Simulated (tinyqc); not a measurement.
MOS capacitor on a p-type substrate, surface potential from the exact charge relation: two steps of the calculation.

Uniform p-type substrate, Boltzmann statistics, full ionisation, classical densities. psi is the surface potential against the body (positive when the bands bend down) and u = psi/Vt. Traps are spread evenly over the gap and neutral at flat band, so their charge is -q Dit psi; the minority quasi-Fermi level is shifted by Vb.

Values chosen for this exercise; band and dielectric values those of a made-up semiconductor:
- T = 325 K (temperature)
- Eg = 1.01 eV (band gap)
- eps_r = 10.8 (relative permittivity)
- Nc = 3.07e19 cm^-3 (conduction-band density of states at T)
- Nv = 3.08e19 cm^-3 (valence-band density of states at T)
- chi = 4.68 eV (electron affinity)
- N = 4.7e15 cm^-3 (acceptor density of the substrate)
- eox = 9.11 (relative permittivity of the gate insulator (close to aluminium oxide))
- tox = 17 nm (insulator thickness)
- phiM = 5.61 eV (gate work function)
- Nf = 0 cm^-2 (fixed charge at the interface, in units of q)
- Dit = 0 cm^-2 eV^-1 (density of interface traps)
- Vb = 0 V (reverse bias of the inversion layer against the body)
- Vg = 0.48 V (gate voltage against the body)

Constants: q = 1.602176634e-19 C, kB = 1.380649e-23 J/K, Vt = kB T/q, eps0 = 8.8541878128e-14 F/cm where lengths are in cm. Results are converted to the units shown.

Task 1. Flat band, threshold and scales. ni = sqrt(Nc Nv) exp(-Eg/(2 Vt)), Eg in volts; phiF = Vt ln(N/ni); Cox = eps0 eox/tox; Vfb = phiM - chi - (Eg - Vt ln(Nv/N)) - q Nf/Cox; Q0 = sqrt(2 eps0 eps_r q N Vt); r = (ni/N)^2 exp(-Vb/Vt); VT = Vfb + [(2 phiF + Vb)(1 + q Dit/Cox) + sqrt(2 eps0 eps_r q N (2 phiF + Vb))/Cox].

Wanted: ni; phiF; Cox; Vfb; Q0; r; VT.

Result 1.

ni = 4.537e11 cm^-3
phiF = 0.2589 V
Cox = 0.4745 uF/cm^2
Vfb = 0.1661 V
Q0 = 6.351 nC/cm^2
r = 9.320e-9
VT = 0.7415 V

Task 2. Newton step for the surface potential. u = psi/Vt; F^2 = exp(-u) + u - 1 + r (exp(u) - u - 1); Qs = -sign(u) Q0 F; Cs = -dQs/dpsi = (Q0/Vt) |1 - exp(-u) + r (exp(u) - 1)|/(2 F). f = Vfb + psi + (q Dit psi - Qs)/Cox - Vg, f' = 1 + (Cs + q Dit)/Cox, psi(new) = psi - f/f'.

psi at the start = 0.31388854 V
Cox = 0.47448030 uF/cm^2
Vfb = 0.16611146 V
Q0 = 6.3508739 nC/cm^2
r = 9.3199477e-9

Wanted: u; F; Qs; Cs; f; f'; psi after iteration 1.

Result 2.

u = 11.21
F = 3.195
Qs = -20.29 nC/cm^2
Cs = 0.03551 uF/cm^2
f = 0.04277 V
f' = 1.075
psi after iteration 1 = 0.2741 V

Numbers from tinyqc (`OMP_NUM_THREADS=1 python tinyqc.py 2060172 2060173 out.jsonl`; about 0.01 s on one thread of a shared Intel Xeon 2.30GHz).
